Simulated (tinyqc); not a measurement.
A short-path metal as competitor: size effects in the resistivity of thin metal films and interconnect lines. Computed by tinyqc, a small Python program. Command: `OMP_NUM_THREADS=1 python tinyqc.py 3017313 3017314 out.jsonl size walk`. One thread of a shared host (Intel(R) Xeon(R) Processor @ 2.30GHz), about 0.01 s of CPU time with the checks.

Electrons lose their drift at surfaces (a share 1 - p of the hits) and at grain boundaries (reflection R), besides bulk scattering. The line sits in a trench with a non-conducting liner on both walls and the bottom; the spacing equals the drawn width.

Inputs (values chosen for the exercise, modelled on silver):

| quantity | value | unit |
|---|---|---|
| bulk resistivity rho_b | 1.56 | microohm cm |
| bulk mean free path lambda | 53.3 | nm |
| specularity p | 0 | - |
| grain-boundary reflection R | 0.14 | - |
| grain size over metal width | 0.73 | - |
| aspect ratio (height over width) | 2.6 | - |
| liner thickness t | 0.7 | nm |
| competitor: rho_b relative to this metal | 3.4 | - |
| competitor: lambda relative to this metal | 0.21 | - |
| competitor: liner relative to t | 0 | - |

Geometry: line.

Method:
- Fuchs-Sondheimer film: rho_b/rho = 1 - (3/(2 kappa))(1 - p) int_0^1 (s - s^3)(1 - exp(-kappa/s))/(1 - p exp(-kappa/s)) ds, f = rho/rho_b, kappa = thickness/lambda, 80 Gauss-Legendre points.
- Line: the excess of a film of thickness w_m and of a film of thickness h_m are added, rho/rho_b = 1 + (f(w_m) - 1) + (f(h_m) - 1), an estimate that holds best when both sides exceed lambda.
- Mayadas-Shatzkes: alpha = (lambda/D) R/(1 - R); rho_b/rho = 1 - 3 alpha/2 + 3 alpha^2 - 3 alpha^3 ln(1 + 1/alpha).
- w_m = w - 2t, h_m = (aspect ratio) w - t, D = (ratio) w_m; rho = rho_b [1 + surface excess + grain excess].
- Effective resistivity rho (aspect ratio) w^2/(w_m h_m) for the metal with its liner, for the same metal without liner, and for a competitor with its own rho_b, lambda and liner, and for that competitor with the liner t; p, R, aspect and grain ratios are the same.

Effective resistivity (microohm cm):

| w (nm) | this metal | without liner | competitor | competitor, liner t |
|---|---|---|---|---|
| 200 | 1.950 | 1.931 | 5.560 | 5.608 |
| 100 | 2.378 | 2.328 | 5.820 | 5.925 |
| 50 | 3.285 | 3.137 | 6.357 | 6.603 |
| 30 | 4.549 | 4.191 | 7.100 | 7.599 |
| 20 | 6.205 | 5.460 | 8.054 | 8.981 |
| 14 | 8.490 | 7.024 | 9.293 | 10.969 |
| 10 | 11.886 | 9.024 | 10.939 | 14.003 |
| 7 | 17.975 | 11.895 | 13.366 | 19.518 |
| 5 | 28.750 | 15.562 | 16.516 | 29.273 |

The competitor wins below a width between 14.0 and 10.0 nm. In narrow lines rho scales as rho_b lambda/w, and the product rho_b lambda of the competitor is 0.71 times this metal's. At the narrowest width the liner costs this metal a factor 1.85. With the same liner the competitor wins nowhere in the table; at the narrowest width the thinner liner lowers it from 29.3 to 16.5. Rows with w - 2t below lambda stretch the additive estimate. Metal widths below about 5 nm are outside this semiclassical model.

Extremes, crossings and ranges named in words are read from the listed rows.
